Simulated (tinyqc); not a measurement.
Size effects in the resistivity of thin metal films and interconnect lines. Changing the liner thickness t. Computed by tinyqc, a small Python program. Command: `OMP_NUM_THREADS=1 python tinyqc.py 3024092 3024093 out.jsonl size sweep`. One thread of a shared host (Intel(R) Xeon(R) Processor @ 2.30GHz), about 0.01 s of CPU time with the checks.

Electrons lose their drift at surfaces (a share 1 - p of the hits) and at grain boundaries (reflection R), besides bulk scattering. The line sits in a trench with a non-conducting liner on both walls and the bottom; the spacing equals the drawn width.

Inputs (values chosen for the exercise, modelled on platinum):
```
quantity                          value         unit
bulk resistivity rho_b             10.8  microohm cm
bulk mean free path lambda         7.06           nm
specularity p                         0            -
grain-boundary reflection R        0.45            -
drawn line width w                  110           nm
grain size over metal width        0.55            -
aspect ratio (height over width)    1.9            -
line length                          31   micrometre
permittivity of the dielectric k      4            -
```

Geometry: line.

Constants: eps_0 = 8.8541878128e-12 F/m.

Method:
- Metal width w_m = w - 2t, height h_m = (aspect ratio) w - t, grain size D = (ratio) w_m.
- Mayadas-Shatzkes: alpha = (lambda/D) R/(1 - R); rho_b/rho = 1 - 3 alpha/2 + 3 alpha^2 - 3 alpha^3 ln(1 + 1/alpha).
- Fuchs-Sondheimer film: rho_b/rho = 1 - (3/(2 kappa))(1 - p) int_0^1 (s - s^3)(1 - exp(-kappa/s))/(1 - p exp(-kappa/s)) ds, f = rho/rho_b, kappa = thickness/lambda, 80 Gauss-Legendre points.
- Line: the excess of a film of thickness w_m and of a film of thickness h_m are added, rho/rho_b = 1 + (f(w_m) - 1) + (f(h_m) - 1), an estimate that holds best when both sides exceed lambda.
- Total: rho = rho_b [1 + surface excess + grain excess]; resistance per length rho/(w_m h_m); capacitance per length C = 2 k eps_0 (aspect ratio + 1/2), a parallel-plate estimate for two neighbours plus a fixed term for the planes above and below; delay 0.38 R C L^2; effective resistivity per drawn area.

One run for each value; columns: (1) liner thickness t (nm); (2) resistance per length (ohm/micrometre); (3) share of the trench filled by metal (%); (4) resistivity rho (microohm cm):
```
(1)      (2)     (3)     (4)
0.20  5.5564  99.541  12.715
0.74  5.6341  98.305  12.733
1.30  5.7167  97.029  12.752
1.80  5.7921  95.894  12.769
2.40  5.8848  94.538  12.790
2.90  5.9641  93.413  12.808
3.50  6.0615  92.068  12.830
4.00  6.1448  90.953  12.849
```

Describe and explain the trends.

Over the rows, resistance per length (ohm/micrometre) rises from 5.56 to 6.14 (exponent d ln y / d ln x 0.011 between the first rows and 0.10 between the last); share of the trench filled by metal (%) falls from 99.5 to 91.0 (exponent d ln y / d ln x -0.0095 between the first rows and -0.091 between the last); resistivity rho (microohm cm) rises from 12.72 to 12.85 (exponent d ln y / d ln x 0.0011 between the first rows and 0.011 between the last). A thicker liner costs twice: less area, and a narrower core with more surface and grain scattering.

Extremes, crossings and ranges named in words are read from the listed rows.
